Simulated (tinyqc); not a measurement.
Inside a calculation. Model: on-chip power grid, static voltage drop by conjugate gradients.

tinyqc, about 0.3 s, one thread, Intel Xeon 2.30GHz (shared host): `OMP_NUM_THREADS=1 python tinyqc.py 2770224 2770225 out.jsonl` Printed values are rounded.

A grid of 4 rows and 4 columns, node k = 4 row + column. Neighbours in a row are joined by Rx, in a column by Ry; pad nodes, which reach the supply through Rp: 0, 12. Each node draws I0, node 13 draws kh I0. The drops u = Vdd - V solve G u = i, with G the conductance matrix (1/Rp added on the diagonal at pad nodes).

Inputs (values chosen for the exercise): supply voltage Vdd = 0.9 V; resistance of a horizontal segment Rx = 0.91 ohm; resistance of a vertical segment Ry = 0.21 ohm; resistance from a pad node to the supply Rp = 0.07 ohm; load current of an ordinary node I0 = 1.4 mA; factor on the load at the hot node kh = 8.

## Diagonal of G, loads and first direction

G_kk = sum of the conductances at node k. Start u = 0, so the residual is r = i; z = r/G_kk (Jacobi preconditioner), p = z.

G_kk (S):

|  | col 0 | col 1 | col 2 | col 3 |
|---|---|---|---|---|
| row 0 | 20.1465 | 6.95971 | 6.95971 | 5.86081 |
| row 1 | 10.6227 | 11.7216 | 11.7216 | 10.6227 |
| row 2 | 10.6227 | 11.7216 | 11.7216 | 10.6227 |
| row 3 | 20.1465 | 6.95971 | 6.95971 | 5.86081 |

r at the start (mA):

|  | col 0 | col 1 | col 2 | col 3 |
|---|---|---|---|---|
| row 0 | 1.4 | 1.4 | 1.4 | 1.4 |
| row 1 | 1.4 | 1.4 | 1.4 | 1.4 |
| row 2 | 1.4 | 1.4 | 1.4 | 1.4 |
| row 3 | 1.4 | 11.2 | 1.4 | 1.4 |

p at the start (mV):

|  | col 0 | col 1 | col 2 | col 3 |
|---|---|---|---|---|
| row 0 | 0.0694909 | 0.201158 | 0.201158 | 0.238875 |
| row 1 | 0.131793 | 0.119438 | 0.119438 | 0.131793 |
| row 2 | 0.131793 | 0.119438 | 0.119438 | 0.131793 |
| row 3 | 0.0694909 | 1.60926 | 0.201158 | 0.238875 |

## Iteration 1: conjugate-gradient step

u at the start (mV):

|  | col 0 | col 1 | col 2 | col 3 |
|---|---|---|---|---|
| row 0 | 0 | 0 | 0 | 0 |
| row 1 | 0 | 0 | 0 | 0 |
| row 2 | 0 | 0 | 0 | 0 |
| row 3 | 0 | 0 | 0 | 0 |

q = G p; with z = r/G_kk: a = (r.z)/(p.q); u(new) = u + a p; r(new) = r - a q; b = (r.z)(new)/(r.z); p(new) = z(new) + b p.

q (mA):

|  | col 0 | col 1 | col 2 | col 3 |
|---|---|---|---|---|
| row 0 | 0.5514 | 0.5338 | 0.3477 | 0.5514 |
| row 1 | 0.3103 | -0.4027 | -0.4027 | -0.4963 |
| row 2 | 0.3103 | -7.1080 | -0.4027 | -0.4963 |
| row 3 | -0.9960 | 10.3338 | -1.1997 | 0.5514 |

a = 1.34164

u after iteration 1 (mV):

|  | col 0 | col 1 | col 2 | col 3 |
|---|---|---|---|---|
| row 0 | 0.09323 | 0.26988 | 0.26988 | 0.32048 |
| row 1 | 0.17682 | 0.16024 | 0.16024 | 0.17682 |
| row 2 | 0.17682 | 0.16024 | 0.16024 | 0.17682 |
| row 3 | 0.09323 | 2.15905 | 0.26988 | 0.32048 |

r after iteration 1 (mA):

|  | col 0 | col 1 | col 2 | col 3 |
|---|---|---|---|---|
| row 0 | 0.6603 | 0.6838 | 0.9335 | 0.6603 |
| row 1 | 0.9838 | 1.9403 | 1.9403 | 2.0659 |
| row 2 | 0.9838 | 10.9363 | 1.9403 | 2.0659 |
| row 3 | 2.7363 | -2.6643 | 3.0095 | 0.6603 |

b = 0.719465

p after iteration 1 (mV):

|  | col 0 | col 1 | col 2 | col 3 |
|---|---|---|---|---|
| row 0 | 0.08277 | 0.24298 | 0.27886 | 0.28452 |
| row 1 | 0.18743 | 0.25146 | 0.25146 | 0.28930 |
| row 2 | 0.18743 | 1.01894 | 0.25146 | 0.28930 |
| row 3 | 0.18582 | 0.77500 | 0.57715 | 0.28452 |

## Iteration 2: conjugate-gradient step

As before.

q (mA):

|  | col 0 | col 1 | col 2 | col 3 |
|---|---|---|---|---|
| row 0 | 0.50800 | 0.09620 | 0.16365 | -0.01653 |
| row 1 | 0.42801 | -3.54385 | -0.17203 | 0.06434 |
| row 2 | -0.90606 | 6.57338 | -2.43583 | 0.06434 |
| row 3 | 1.99937 | -0.29675 | 1.65502 | -0.34432 |

a = 2.45157

u after iteration 2 (mV):

|  | col 0 | col 1 | col 2 | col 3 |
|---|---|---|---|---|
| row 0 | 0.29615 | 0.86555 | 0.95352 | 1.01801 |
| row 1 | 0.63631 | 0.77672 | 0.77672 | 0.88606 |
| row 2 | 0.63631 | 2.65824 | 0.77672 | 0.88606 |
| row 3 | 0.54877 | 4.05901 | 1.68480 | 1.01801 |

r after iteration 2 (mA):

|  | col 0 | col 1 | col 2 | col 3 |
|---|---|---|---|---|
| row 0 | -0.5851 | 0.4479 | 0.5323 | 0.7008 |
| row 1 | -0.0655 | 10.6283 | 2.3620 | 1.9082 |
| row 2 | 3.2050 | -5.1788 | 7.9119 | 1.9082 |
| row 3 | -2.1653 | -1.9368 | -1.0479 | 1.5044 |

b = 1.37292

p after iteration 2 (mV):

|  | col 0 | col 1 | col 2 | col 3 |
|---|---|---|---|---|
| row 0 | 0.08459 | 0.39795 | 0.45933 | 0.51020 |
| row 1 | 0.25115 | 1.25197 | 0.54675 | 0.57682 |
| row 2 | 0.55904 | 0.95710 | 1.02022 | 0.57682 |
| row 3 | 0.14763 | 0.78573 | 0.64181 | 0.64731 |

## Iteration 3: conjugate-gradient step

As before.

q (mA):

|  | col 0 | col 1 | col 2 | col 3 |
|---|---|---|---|---|
| row 0 | 0.07097 | -3.78986 | -0.40472 | -0.26133 |
| row 1 | -1.77276 | 7.34561 | -2.64636 | 0.35027 |
| row 2 | 2.98777 | -0.21995 | 4.61322 | -0.82296 |
| row 3 | -0.55127 | 0.04327 | -1.96616 | 0.34174 |

a = 2.02949

u after iteration 3 (mV):

|  | col 0 | col 1 | col 2 | col 3 |
|---|---|---|---|---|
| row 0 | 0.46783 | 1.67318 | 1.88573 | 2.05345 |
| row 1 | 1.14603 | 3.31757 | 1.88635 | 2.05670 |
| row 2 | 1.77088 | 4.60067 | 2.84725 | 2.05670 |
| row 3 | 0.84839 | 5.65363 | 2.98735 | 2.33172 |

r after iteration 3 (mA):

|  | col 0 | col 1 | col 2 | col 3 |
|---|---|---|---|---|
| row 0 | -0.72916 | 8.13942 | 1.35368 | 1.23118 |
| row 1 | 3.53225 | -4.27951 | 7.73280 | 1.19731 |
| row 2 | -2.85861 | -4.73238 | -1.45056 | 3.57836 |
| row 3 | -1.04651 | -2.02456 | 2.94241 | 0.81084 |

b = 1.15443

p after iteration 3 (mV):

|  | col 0 | col 1 | col 2 | col 3 |
|---|---|---|---|---|
| row 0 | 0.06146 | 1.62891 | 0.72477 | 0.79906 |
| row 1 | 0.62246 | 1.08022 | 1.29089 | 0.77861 |
| row 2 | 0.37627 | 0.70118 | 1.05403 | 1.00276 |
| row 3 | 0.11849 | 0.61617 | 1.16371 | 0.88563 |

## Course of the conjugate-gradient iteration

Stop when |r| is below 1e-9 mA.

Course of the iteration:

| iteration | largest u (mV) | \|r\| (mA) |
|---|---|---|
| 1 | 2.15905 | 12.9 |
| 2 | 4.05901 | 15.4 |
| 3 | 5.65363 | 14.9 |
| 4 | 6.91431 | 14.0 |
| 5 | 7.59414 | 11.8 |
| 6 | 8.90743 | 14.6 |
| 7 | 10.3750 | 8.80 |
| 8 | 11.3709 | 4.66 |
| 9 | 11.7367 | 2.35 |
| 10 | 11.7880 | 0.572 |
| 11 | 11.8145 | 0.376 |
| 12 | 11.8123 | 0.154 |
| 13 | 11.8059 | 0.0380 |
| 14 | 11.8051 | 9.50e-3 |
| 15 | 11.8050 | 3.74e-3 |
| 16 | 11.8050 | < 1e-11 |

Converged in 16 iterations for 16 unknowns; in exact arithmetic the method needs at most 16. The condition number of the scaled matrix is 92.3. Gauss-Seidel sweeps in node order need 525 to reach the same residual.

## Worst drop, pad currents and power lost

converged u (mV):

|  | col 0 | col 1 | col 2 | col 3 |
|---|---|---|---|---|
| row 0 | 1.0667 | 7.1241 | 10.2694 | 11.6853 |
| row 1 | 2.5749 | 7.5021 | 10.3745 | 11.7180 |
| row 2 | 2.6521 | 8.0603 | 10.5384 | 11.7668 |
| row 3 | 1.1873 | 9.0006 | 10.6968 | 11.8050 |

Pad current u/Rp; worst drop as a share of Vdd; power lost in the grid and pads sum_k i_k u_k; power delivered sum_k i_k (Vdd - u_k).

worst drop = 11.8050 mV
share of Vdd = 1.31167 %
pad currents (mA): node 0 15.2385, node 12 16.9615
power lost = 0.267437 mW
power delivered = 28.7126 mW

The pad currents add up to the total load, 32.20 mA. The worst drop is at node 15, not at the hot node.
